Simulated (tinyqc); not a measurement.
From results back to parameters: square lattice in a magnetic field (Harper-Hofstadter model). Two cases, with inputs chosen for the exercise.

Problem. For flux 1/3 or 2/3 the levels obey E^3 - 3 (tx^2 + ty^2) E + 2 tx^3 cos(3 kx) + 2 ty^3 cos(3 ky) = 0. The three levels at (0, 0) were computed from hidden tx >= ty.

Find: tx^2 + ty^2; tx^3 + ty^3; tx; ty.

Method. The sum of the squares of the roots is 6 (tx^2 + ty^2) and their product is -2 (tx^3 + ty^3); on the arc tx >= ty the sum of cubes rises with tx, so one pair fits.

Case 1.

levels (meV): -2.968984  0.868984  2.100000

Solution.

tx^2 + ty^2 = 2.330
tx^3 + ty^3 = 2.709
tx = 1.30 meV
ty = 0.80 meV

Case 2.

levels (meV): -2.968984  0.868984  2.100000

Solution.

tx^2 + ty^2 = 2.330
tx^3 + ty^3 = 2.709
tx = 1.30 meV
ty = 0.80 meV

Computed by tinyqc, one run a case: `OMP_NUM_THREADS=1 python tinyqc.py N N+1 out.jsonl` with N = 1281693, 1282633; one thread of a shared Intel(R) Xeon(R) Processor @ 2.30GHz, about 0.04 s a run at most.
